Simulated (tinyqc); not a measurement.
Van der Pauw, Hall and four-point-probe measurements on a doped layer: correction factor against the shape of the sample.

A uniform n-type layer with sheet resistance Rs = 1/(q ns mu), point contacts, low field (mu B small).

Rs = 1/(q ns mu). For a rectangle with contacts at the corners, RA = (8 Rs/pi) sum_(k>=0) ln coth((2k + 1) pi a/(2 b)) with current along a short side b and voltage along the opposite one, RB the same with a and b exchanged. ar = a/b. F = Rs/[(pi/ln 2)(RA + RB)/2]; small-asymmetry estimate 1 - (ln 2/2) d^2 - ((ln 2)^2/4 - (ln 2)^3/12) d^4 with d = (RB - RA)/(RB + RA).

Values chosen for this exercise:
```
symbol,value,unit,meaning
ns,2.8e13,cm^-2,sheet density of the layer
mu,110,cm^2/(V s),drift mobility
```

Constants: q = 1.602176634e-19 C. Results are converted to the units shown.

Correction factor against the shape of the sample:
```
ar    RA (ohm)  RB (ohm)   RB/RA        F  estimate of F
1       447.11    447.11  1.0000   1.0000         1.0000
1.23    216.66    809.03  3.7341  0.87182        0.87413
1.46    105.14    1222.0  11.622  0.67381        0.70823
1.69    51.042    1661.6  32.554  0.52212        0.62128
1.91    25.571    2094.8  81.922  0.42172        0.58618
2.14    12.415    2554.4  205.75  0.34838        0.57126
2.37    6.0275    3017.3  500.59  0.29577        0.56529
2.6     2.9264    3481.8  1189.8  0.25661        0.56285
```

What does the table show?

RB/RA rises from 1.00 to 1190 and F falls from 1.00 to 0.257. The estimate is 5.1 % above F at a/b = 1.46 and 2.19 times it in the last row. RA shrinks about as exp(-pi a/b): by a factor of 2.06 between the last two rows, against 2.06.

Computed by the program tinyqc: `OMP_NUM_THREADS=1 python tinyqc.py 2850136 2850137 out.jsonl`, one thread of a shared Intel Xeon 2.30GHz, about 0.01 s for the whole run.
